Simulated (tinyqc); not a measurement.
What moves the results: free-carrier optics of a doped semiconductor (Drude model). A value that a table varies takes the place of the one given here.

eps(E) = ei [1 - Ep^2/(E^2 + i E Gam)], with Ep^2 = 8 pi c (e^2/(4 pi eps0)) N/(m ei), c = hbar^2/2m0, N in 1/angstrom^3 (1e-24 per 1/cm^3); Gam = hbar/tau, tau = mu m m0/e with m0/e = 5.685630e-12 kg/C and mu in m^2/(V s). Energies in meV.

n + i k = sqrt(eps1 + i eps2) with k >= 0; R = ((n - 1)^2 + k^2)/((n + 1)^2 + k^2) at normal incidence from vacuum; alpha = 2 E k/(hbar c), times 1e8 for 1/cm; loss function Im(-1/eps) = eps2/(eps1^2 + eps2^2).

Constants: hbar^2/2m0 = 3.80998211 eV angstrom^2; e^2/(4 pi eps0) = 14.39964547 eV angstrom; hbar = 6.58211957e-16 eV s; hbar c = 1973.269805 eV angstrom.

Values chosen for the exercise (mass and dielectric values near those of Ge; N and mu are free inputs; interband absorption and the rise of the mass with filling are left out; not measured data):
- N = 8.4e+17 1/cm^3 (carrier density)
- m = 0.113 m0 (conductivity mass)
- mu = 3600 cm^2/(V s) (mobility)
- ei = 16.22 (high-frequency dielectric constant)
- E = 22.7 meV (photon energy)

## Reflectance across the plasma edge

Spectrum:
```
E (meV)     eps1    eps2      R  alpha (1/cm)
2.5      -698.12  813.15  0.950      7.54e+03
7.5      -143.07   60.44  0.939      9.28e+03
12.6      -45.21   13.87  0.919      8.68e+03
17.6      -16.03    5.21  0.866      7.23e+03
21.4       -5.77    2.92  0.727      5.37e+03
25.1        0.16    1.82  0.173      2.33e+03
27.7        3.00    1.36  0.095      1.07e+03
31.4        5.91    0.93  0.178           610
37.7        9.05    0.54  0.252           344
50.3       12.18    0.23  0.308           167
75.4       14.42    0.07  0.340          68.4
125.7      15.57    0.01  0.355          23.7
```

How do the results move?

Ep = 25.1 meV and Gam = 2.8 meV. R is 0.950 at the lowest energy and lowest, 0.095, at 27.7 meV of those listed; without damping it would vanish at Ep sqrt(ei/(ei - 1)) = 26.0 meV. At the highest energy R is 0.355, against 0.363 for ei alone. Between the last two rows alpha goes as E^-2.07, where the Drude limit far above Ep and Gam is E^-2.

## What moves the optical constants

At the energy E. Each row changes one parameter from the base and keeps the others.

Results:
```
case                  Ep (meV)  Gam (meV)       R  alpha (1/cm)
base                     25.14       2.85  0.6064      4.46e+03
N = 1.26e+18 1/cm^3      30.79       2.85  0.8716      8.42e+03
m = 0.1356 m0            22.95       2.37  0.2152      2.24e+03
mu = 2160 cm^2/(V s)     25.14       4.74  0.4882      4.52e+03
ei = 17.03               24.53       2.85  0.5272      4.02e+03
E = 27.2 meV             25.14       2.85  0.0843      1.20e+03
```

What does this show?

The largest shifts from the base row, up to three for each result and ties (the steps differ in size, so this ranks the rows, not the parameters). Ep (meV): N +5.65, m -2.19, ei -0.61; unchanged at the printed digits by mu and E. Gam (meV): mu +1.90, m -0.47; unchanged at the printed digits by N, ei and E. R: E -0.5220, m -0.3911, N +0.2652. alpha (1/cm): N +3.96e+03, E -3.26e+03, m -2.22e+03.

Computed by tinyqc, a small Python program: `OMP_NUM_THREADS=1 python tinyqc.py 1650127 1650128 out.jsonl` (the numbers bound the seed that draws the inputs); one thread of a shared host (Intel(R) Xeon(R) Processor @ 2.30GHz), about 0.01 s for the whole set of steps.
